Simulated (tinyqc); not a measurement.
Inside a calculation: Boltzmann transport in a parabolic band with a power-law relaxation time. Values are carried at full precision from step to step, so a last printed digit may differ when a step is redone from the rounded ones.

F_j(eta) = (1/Gamma(j + 1)) integral_0^infinity x^j dx/(1 + exp(x - eta)), which tends to exp(eta) for eta << 0.

n = N F_1/2(eta) with N = 2 (m kB T/(4 pi c))^(3/2) with c = hbar^2/2m0, in 1/angstrom^3; times 1e24 for 1/cm^3, m = md.

Constants: hbar^2/2m0 = 3.80998211 eV angstrom^2; kB = 8.617333262e-05 eV/K.

Values chosen for the exercise (masses near those of Ge; tau0 is set for a mobility of the usual size at this n, kL is a free input; freeze-out and phonon drag, which matter near 77 K, are left out; not measured data): n = 7e+17 1/cm^3 (electron density); md = 0.551 m0 (density-of-states mass); T = 400 K; r = 1.5 (exponent of tau); tau0 = 13 fs (tau at E = kT); mc = 0.1184 m0 (conductivity mass); kL = 3.6 W/(m K) (lattice thermal conductivity).

## Reduced Fermi level

Solve for eta.

N = 1.580e+19 1/cm^3
eta = -3.1011

## Integrals for r = 1.5 (ionised impurities)

tau = tau0 x^r with x = E/kT. With K_j = Gamma(j + 1) F_j(eta): <tau> = tau0 (r + 3/2) K_(r+1/2)/((3/2) K_(1/2)); mu = <tau>/(mc m0/e), m0/e = 5.685630e-12 kg/C; Hall factor rH = (3/2) K_(1/2) (2r + 3/2) K_(2r+1/2)/((r + 3/2) K_(r+1/2))^2; Seebeck S = -(kB/e) [(r + 5/2) K_(r+3/2)/((r + 3/2) K_(r+1/2)) - eta]; Lorenz number L = (kB/e)^2 [(r + 7/2) K_(r+5/2)/((r + 3/2) K_(r+1/2)) - ((r + 5/2) K_(r+3/2)/((r + 3/2) K_(r+1/2)))^2]; kB/e in V/K. Valley anisotropy is left out of rH.

Evaluate F_j and K_j for j = 1/2, r + 1/2, r + 3/2, r + 5/2 and 2r + 1/2 (each value once).

F_j and K_j:
```
j         F_j       K_j
0.5  0.044299  0.039259
2.0  0.044748  0.089495
3.0  0.044872   0.26923
4.0  0.044935    1.0784
3.5  0.044909   0.52237
```

## Transport coefficients

Form the ratios; u is the mean energy carried, in kT.

<tau>/tau0 = 4.559
rH = 1.920
u = 4.011
S = -612.9 microvolt/K
L = 2.966 1e-8 W ohm/K^2

The non-degenerate limits are rH = 1.933, u = r + 5/2 = 4 and L = (r + 5/2)(kB/e)^2 = 2.970; the degenerate ones are rH = 1 and L = 2.443.

## Mobility, conductivity and figure of merit

mu = <tau>/(mc m0/e) with m0/e = 5.685630e-12 kg/C; sigma = e n mu, e = 1.602176634e-19 C; Hall mobility rH mu; power factor S^2 sigma; ZT = S^2 sigma T/(kL + L sigma T), all in SI units.

mu = 880 cm^2/(V s)
Hall mobility = 1.69e+03 cm^2/(V s)
sigma = 98.7 S/cm
power factor = 3.71 mW/(m K^2)
electronic thermal conductivity = 0.117 W/(m K)
ZT = 0.40

A Hall measurement read with rH = 1 would give a density of 3.65e+17 1/cm^3. Electrons carry 3.2 % of the heat. kL is far below that of crystalline Ge, so ZT is too high for it.

## Checks

- Seebeck coefficient against direct integration over -df/dE (microvolt/K): both -612.9.

Computed by tinyqc, a small Python program: `OMP_NUM_THREADS=1 python tinyqc.py 1651465 1651466 out.jsonl` (the numbers bound the seed that draws the inputs); one thread of a shared host (Intel(R) Xeon(R) Processor @ 2.30GHz), about 0.01 s for the whole set of steps.
